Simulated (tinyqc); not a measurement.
Inside a calculation. Model: MOS capacitor on an n-type substrate, surface potential from the exact charge relation.

tinyqc, about 0.01 s, one thread, Intel Xeon 2.30GHz (shared host): `OMP_NUM_THREADS=1 python tinyqc.py 2060083 2060084 out.jsonl` Printed values are rounded.

Uniform n-type substrate, Boltzmann statistics, full ionisation, classical densities. psi is the surface potential against the body (positive when the bands bend down) and u = -psi/Vt. Traps are spread evenly over the gap and neutral at flat band, so their charge is -q Dit psi; the minority quasi-Fermi level is shifted by Vb.

Values chosen for this exercise; band and dielectric values those of a made-up semiconductor:
- T = 273 K (temperature)
- Eg = 0.909 eV (band gap)
- eps_r = 13.7 (relative permittivity)
- Nc = 2.35e19 cm^-3 (conduction-band density of states at T)
- Nv = 2.41e19 cm^-3 (valence-band density of states at T)
- chi = 3.76 eV (electron affinity)
- N = 1e18 cm^-3 (donor density of the substrate)
- eox = 3.9 (relative permittivity of the gate insulator (close to silicon dioxide))
- tox = 1.9 nm (insulator thickness)
- phiM = 4.04 eV (gate work function)
- Nf = -1.8e11 cm^-2 (fixed charge at the interface, in units of q)
- Dit = 0 cm^-2 eV^-1 (density of interface traps)
- Vb = 0 V (reverse bias of the inversion layer against the body)
- Vg = 0.54 V (gate voltage against the body)

Constants: q = 1.602176634e-19 C, kB = 1.380649e-23 J/K, Vt = kB T/q, eps0 = 8.8541878128e-14 F/cm where lengths are in cm. Results are converted to the units shown.

Range of the model: At this gate voltage the surface density exceeds 0.3 of the band density of states, so degeneracy and confinement would lower the charge and capacitance.

## Flat band, threshold and scales

ni = sqrt(Nc Nv) exp(-Eg/(2 Vt)), Eg in volts; phiF = Vt ln(N/ni); Cox = eps0 eox/tox; Vfb = phiM - chi - Vt ln(Nc/N) - q Nf/Cox; Q0 = sqrt(2 eps0 eps_r q N Vt); r = (ni/N)^2 exp(-Vb/Vt); VT = Vfb - [(2 phiF + Vb)(1 + q Dit/Cox) + sqrt(2 eps0 eps_r q N (2 phiF + Vb))/Cox].

ni = 9.685956e10 cm^-3
phiF = 0.3799340 V
Cox = 1.817439 uF/cm^2
Vfb = 0.2215986 V
Q0 = 95.62526 nC/cm^2
r = 9.381775e-15
VT = -0.8372990 V

## Starting value

psi = -Vt (just off flat band).

psi at the start = -0.02352532 V

## Iteration 1: Newton step for the surface potential

u = -psi/Vt; F^2 = exp(-u) + u - 1 + r (exp(u) - u - 1); Qs = +sign(u) Q0 F; Cs = -dQs/dpsi = (Q0/Vt) |1 - exp(-u) + r (exp(u) - 1)|/(2 F). f = Vfb + psi + (q Dit psi - Qs)/Cox - Vg, f' = 1 + (Cs + q Dit)/Cox, psi(new) = psi - f/f'.

u = 1
F = 0.6065307
Qs = 57.99965 nC/cm^2
Cs = 2.118138 uF/cm^2
f = -0.3738396 V
f' = 2.165452
psi after iteration 1 = 0.1491128 V

## Iteration 2: Newton step for the surface potential

As before.

u = -6.338396
F = 23.63365
Qs = -2259.974 nC/cm^2
Cs = 48.57787 uF/cm^2
f = 1.074205 V
f' = 27.72875
psi after iteration 2 = 0.1103730 V

## Course of the Newton iteration

Stop when the step is below 1e-10 V, or after 60 iterations.

Course of the iteration:
```
iteration  psi before the step (V)     f (V)   step (V)
1                      -0.02352532    -0.374      0.173
2                        0.1491128      1.07    -0.0387
3                        0.1103730     0.327    -0.0254
4                       0.08500486    0.0664   -8.22e-3
5                       0.07678303   4.53e-3   -6.46e-4
6                       0.07613698   2.47e-5   -3.56e-6
7                       0.07613342  7.43e-10  -1.07e-10
8                       0.07613342         0          0
```

Converged in 8 iterations.

## Charges, field and capacitances at the solution

converged psi = 0.07613342 V

u = -psi/Vt; F^2 = exp(-u) + u - 1 + r (exp(u) - u - 1); Qs = +sign(u) Q0 F; Cs = -dQs/dpsi = (Q0/Vt) |1 - exp(-u) + r (exp(u) - 1)|/(2 F). Low frequency: 1/C_LF = 1/Cox + 1/(Cs + q Dit). High frequency, in the simple estimate in which traps and minority carriers do not follow: 1/C_HF = 1/Cox + 1/Cd, Cd being Cs with r = 0 at the same psi. Minority sheet density N_inv = (Q0/(2 q)) int_0^u r (exp(t) - 1)/F(t) dt for u > 0. Oxide field |Qs - q Dit psi + q Nf|/(eps0 eox).

Qs = -440.3072 nC/cm^2
N_inv = 0 cm^-2
oxide field = 1.358611 MV/cm
Cs = 10.78660 uF/cm^2
C_LF/Cox = 0.8558051
C_HF/Cox = 0.8558051

The surface is in accumulation (borders at |psi| = 0, phiF + Vb and 2 phiF + Vb = 0.760 V).
